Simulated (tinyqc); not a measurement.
From one set of inputs to another, one input at a time: speciation in dilute and buffered hydrofluoric acid, oxide etch rate and bath loading. Computed by tinyqc, a small Python program. Command: `OMP_NUM_THREADS=1 python tinyqc.py 3120467 3120468 out.jsonl hfetch ladder`. One thread of a shared host (Intel(R) Xeon(R) Processor @ 2.30GHz), about 0.01 s of CPU time with the checks.

Concentrations stand for activities, NH4+ and Cl- are spectators, and water ionisation is neglected. H, F and HF2 denote the ions H+, F- and HF2-. The base temperature is 298 K.

The inputs printed are set A. Inputs not listed in the table keep their values of set A, so the rows need not describe a real material.

Inputs (values chosen for the exercise, of the order of those for thermal oxide at room temperature):

| quantity | value | unit |
|---|---|---|
| HF added | 1.5 | mol/L |
| NH4F added | 0 | mol/L |
| HCl added | 0.015 | mol/L |
| K1 = [H][F]/[HF] | 0.000673 | mol/L |
| K2 = [HF2]/([HF][F]) | 4.47 | L/mol |
| K3 = [H2F2]/[HF]^2 | 0 | L/mol |
| rate constant of neutral HF k_a | 8.1 | nm L/(min mol) |
| rate constant of HF2 k_b | 55 | nm L/(min mol) |
| activation energy | 0.36 | eV |
| temperature error | 1.2 | K |
| oxide removed per wafer | 5.6 | nm |

Constants: k_B = 8.617333262e-05 eV/K.

Method:
- Fluoride balance: [HF] + [F] + 2 [HF2] + 2 [H2F2] = HF added + NH4F added. Acid balance: [H] + [HF] + [HF2] + 2 [H2F2] = HF added + HCl added. For a trial [H], [HF] = [H][F]/K1, and the fluoride balance is a quadratic in [F].
- The root is refined to 1e-13 in pH = -log10 [H].
- Rate = k_a ([HF] + 2 [H2F2]) + k_b [HF2], an empirical two-term form.
- Time = oxide/rate; a temperature error changes the rate by exp((E_a/k_B)(1/298 - 1/(298 + error))) - 1.

Each row keeps all changes above it:

| input moved | from | to | pH | etch rate (nm/min) | [HF2] (mol/L) |
|---|---|---|---|---|---|
| set A | - | - | 1.0529 | 14.517 | 6.3161e-02 |
| K2 = [HF2]/([HF][F]) (L/mol) | 4.47 | 4.03 | 1.0685 | 14.375 | 5.9606e-02 |
| HF added (mol/L) | 1.5 | 0.035 | 1.7816 | 0.280 | 1.8168e-04 |
| rate constant of HF2 k_b (nm L/(min mol)) | 55 | 56 | 1.7816 | 0.280 | 1.8168e-04 |
| K1 = [H][F]/[HF] (mol/L) | 0.000673 | 0.000624 | 1.7841 | 0.280 | 1.7057e-04 |
| HCl added (mol/L) | 0.015 | 0 | 2.3396 | 0.270 | 4.9247e-04 |
| rate constant of neutral HF k_a (nm L/(min mol)) | 8.1 | 14 | 2.3396 | 0.447 | 4.9247e-04 |

pH goes from 1.05 to 2.34, a factor 2.22 in all. The largest single move comes from HF added (a factor 1.67). Etch rate goes from 14.5 to 0.447, a factor 0.0308 in all. The largest single move comes from HF added (a factor 0.0194), and rate constant of neutral HF k_a works against it (a factor 1.65). [HF2] goes from 0.0632 to 4.92e-4, a factor 0.00780 in all. The largest single move comes from HF added (a factor 0.00305), and HCl added works against it (a factor 2.89). The single moves hold for this order of the switches; the total does not depend on the order.

Extremes, crossings and ranges named in words are read from the listed rows.
